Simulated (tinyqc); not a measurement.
Lattice sites along [100]: pair of shallow donors (hydrogen-like orbitals).

Each donor has the orbital exp(-r/a); energy unit Ha* = q/(eps a), q = e^2/(4 pi eps0), so that a lone donor is bound by Ha*/2; x = R/a. One electron: S = (1 + x + x^2/3) exp(-x), j = 1/x - (1 + 1/x) exp(-2x), k = (1 + x) exp(-x); levels E(+/-) = -1/2 - (j +/- k)/(1 +/- S) in Ha*, without the repulsion of the ions, split by D = |E(-) - E(+)|. In six valleys the overlaps S and k are multiplied by v = [cos(K Rx) + cos(K Ry) + cos(K Rz)]/3, K = k0 (2 pi/a_lat), for isotropic envelopes and the symmetric valley state.

Two electrons, Heitler-London: with S' = (1 - x + x^2/3) exp(x), C = 1/x - exp(-2x)(1/x + 11/8 + 3x/4 + x^2/6), X = (1/5){exp(-2x)(25/8 - 23x/4 - 3x^2 - x^3/3) + (6/x)[S^2 (0.5772157 + ln x) + S'^2 Ei(-4x) - 2 S S' Ei(-2x)]}, Q = C - 2j + 1/x and A = X - 2 S k + S^2/x, the singlet and triplet lie at (Q +/- w A)/(1 +/- w S^2) from two lone donors, with the valley weight w = v^2; the exchange is J = triplet - singlet.

Constants: e^2/(4 pi eps0) = 14.39964547 eV angstrom.

Parameters, chosen for this exercise (near those of two donors in Si; shifted at random, so the results belong to these values and not to a real crystal):
- a = 17.2 angstrom (orbital radius)
- eps = 11.3 (dielectric constant)
- a_lat = 5.431 angstrom (lattice constant)
- k0 = 0.848 2 pi/a_lat (valley position)
- sites = ((11, 0, 0), (12, 0, 0), (13, 0, 0), (14, 0, 0), (15, 0, 0), (16, 0, 0), (17, 0, 0), (18, 0, 0), (19, 0, 0)) a_lat (positions of the second donor)

D and J for each site, and for v = 1.

Cases:
```
site
(11, 0, 0)
(12, 0, 0)
(13, 0, 0)
(14, 0, 0)
(15, 0, 0)
(16, 0, 0)
(17, 0, 0)
(18, 0, 0)
(19, 0, 0)
```

Rank the cases by J (micro-eV), lowest first.

Answer: (17, 0, 0), (16, 0, 0), (18, 0, 0), (19, 0, 0), (15, 0, 0), (14, 0, 0), (11, 0, 0), (13, 0, 0), (12, 0, 0).

Results:
```
site        R (angstrom)      v  D (meV)  J (micro-eV)  J for v = 1
(11, 0, 0)          59.7  0.510     4.86           809     3.13e+03
(12, 0, 0)          65.2  0.816     6.40      1.34e+03     2.01e+03
(13, 0, 0)          70.6  0.996     6.27      1.27e+03     1.28e+03
(14, 0, 0)          76.0  0.898     4.43           645          800
(15, 0, 0)          81.5  0.604     2.33           181          495
(16, 0, 0)          86.9  0.363     1.09          40.1          304
(17, 0, 0)          92.3  0.379    0.889          26.5          185
(18, 0, 0)          97.8  0.637     1.16          45.3          111
(19, 0, 0)         103.2  0.921     1.30          56.7         66.8
```

Over these sites the envelope alone changes J by a factor 46.8, and the valley factor v^2 by 7.52; J runs from 26.5 at (17, 0, 0) to 1.34e+03 micro-eV at (12, 0, 0). Along [100] four valleys keep their phase, so v = (2 + cos)/3 stays between 1/3 and 1. J does not fall steadily with distance.

(tinyqc, `OMP_NUM_THREADS=1 python tinyqc.py 1281084 1281085 out.jsonl`, Intel(R) Xeon(R) Processor @ 2.30GHz, 1 thread, shared host, about 0.01 s.)
